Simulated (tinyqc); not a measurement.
Inside a calculation. Model: long-channel MOSFET, surface-potential model.

Program tinyqc, `OMP_NUM_THREADS=1 python tinyqc.py 2360043 2360044 out.jsonl`; Intel Xeon 2.30GHz, shared host, one thread, about 0.06 s. Printed values are rounded.

n-channel transistor on a uniformly doped p-type body, gradual-channel approximation, constant mobility, Boltzmann statistics, full ionisation. Potentials are counted from the neutral body; V is the electron quasi-Fermi potential, Vsb at the source and Vsb + Vds at the drain. Charges are magnitudes per area.

Values chosen for this exercise; material values close to those of gallium nitride: temperature T = 293 K; band gap Eg = 3.38 eV; relative permittivity of the semiconductor eps_r = 9.68; conduction-band density of states at T Nc = 2.25e18 cm^-3; valence-band density of states at T Nv = 4.36e19 cm^-3; acceptor density of the body Na = 5.6e16 cm^-3; relative permittivity of the gate insulator eox = 21.1; insulator thickness tox = 28 nm; flat-band voltage Vfb = -2.02 V; channel mobility mu = 680 cm^2/(V s); gate width W = 2 um; gate length L = 10 um; source-body reverse bias Vsb = 0 V; gate-source voltage Vgs = 1.31 V; drain-source voltage Vds = 0.1 V.

Constants: q = 1.602176634e-19 C, kB = 1.380649e-23 J/K, Vt = kB T/q, eps0 = 8.8541878128e-14 F/cm where lengths are in cm. Results are converted to the units shown.

## Body potential, insulator capacitance and body factor

ni = sqrt(Nc Nv) exp(-Eg/(2 Vt)), Eg in volts; phiF = Vt ln(Na/ni); Cox = eps0 eox/tox; gamma = sqrt(2 q eps0 eps_r Na)/Cox. VT = Vfb + 2 phiF + gamma sqrt(2 phiF + Vsb), m = 1 + gamma/(2 sqrt(2 phiF + Vsb)).

ni = 8.44903e-11 cm^-3
phiF = 1.55933 V
Cox = 0.667226 uF/cm^2
gamma = 0.185867 V^0.5
VT = 1.42689 V
m = 1.05262

## Iteration 1: surface potential at the source by Newton steps

psi at the start (2 phiF + Vsb) = 3.11865 V

With V = Vsb: G = psi - Vt + Vt e, e = exp((psi - 2 phiF - Vsb)/Vt); f = Vgs + Vsb - Vfb - psi - gamma sqrt(G); f' = -1 - gamma (1 + e)/(2 sqrt(G)); psi(new) = psi - f/f'.

G = 3.11865 V
f = -0.116886 V
f' = -1.10524
psi after iteration 1 = 3.01289 V

## Iteration 2: surface potential at the source by Newton steps

As before.

G = 2.98803 V
f = -0.00418247 V
f' = -1.05458
psi after iteration 2 = 3.00893 V

## Course of the iteration: surface potential at the source by Newton steps

Stop when psi changes by less than 1e-10 V, or after 40 iterations.

Course of the iteration:
```
iteration  psi (V)  |change| (V)
1          3.01289         0.106
2          3.00893       3.97e-3
3          3.00893       1.60e-7
4          3.00893             0
```

Converged in 4 iterations. The change falls from 0.11 in the first iteration to below the tolerance in the last.

## Charges and current of the charge-sheet model

psi_0 = 3.00893 V
psi_L = 3.00894 V

psi_0 and psi_L solve Vgs + Vsb - Vfb - psi = gamma sqrt(G) at V = Vsb and Vsb + Vds. Qi = Cox gamma [sqrt(G) - sqrt(psi - Vt)], G = psi - Vt + Vt exp((psi - 2 phiF - V)/Vt), at both ends. With U = Vgs + Vsb - Vfb: drift = mu (W/L) Cox [U (psi_L - psi_0) - (psi_L^2 - psi_0^2)/2 - (2/3) gamma ((psi_L - Vt)^1.5 - (psi_0 - Vt)^1.5)]; diffusion = mu (W/L) Vt (Qi0 - QiL).

Qi0 = 0.0117468 nC/cm^2
QiL = 2.23951e-4 nC/cm^2
drift current = 1.33402e-8 uA
diffusion current = 3.95677e-5 uA
drain current = 3.95810e-5 uA

Drift carries 0.0337 % of the current.

## Inversion charge along the channel

V, point 0 to 6 (V): 0  0.0166667  0.0333333  0.05  0.0666667  0.0833333  0.1

The surface potential psi at channel potential V solves Vgs + Vsb - Vfb - psi = gamma sqrt(G), G = psi - Vt + Vt exp((psi - 2 phiF - V)/Vt). Charge sheet: Qi = Cox gamma [sqrt(G) - sqrt(psi - Vt)]. Pao-Sah: Qi = (Cox gamma/2) integral from 3 Vt to psi of exp((u - 2 phiF - V)/Vt)/sqrt(G(u, V)) du.

```
point  psi (V)  Qi, charge sheet (nC/cm^2)  Qi, Pao-Sah (nC/cm^2)
0      3.00893                   0.0117468              0.0117972
1      3.00894                  0.00607279             0.00609882
2      3.00894                  0.00313896             0.00315241
3      3.00894                  0.00162236             0.00162931
4      3.00894                  8.38476e-4             8.42070e-4
5      3.00894                  4.33335e-4             4.35193e-4
6      3.00894                  2.23951e-4             2.24911e-4
```

At the source the charge-sheet charge is 0.43 % below the Pao-Sah one.

## Pao-Sah current by Simpson's rule

I = mu (W/L) integral of Qi dV; Simpson's rule on the 7 points, step Vds/6, weights 1, 4, 2, ..., 4, 1 times step/3.

Pao-Sah current = 3.97909e-5 uA

Gauss-Legendre quadrature on many points gives 3.975e-5 uA, so this value is 0.10 % above it; the charge-sheet current, 3.958e-5 uA, is 0.43 % below it.
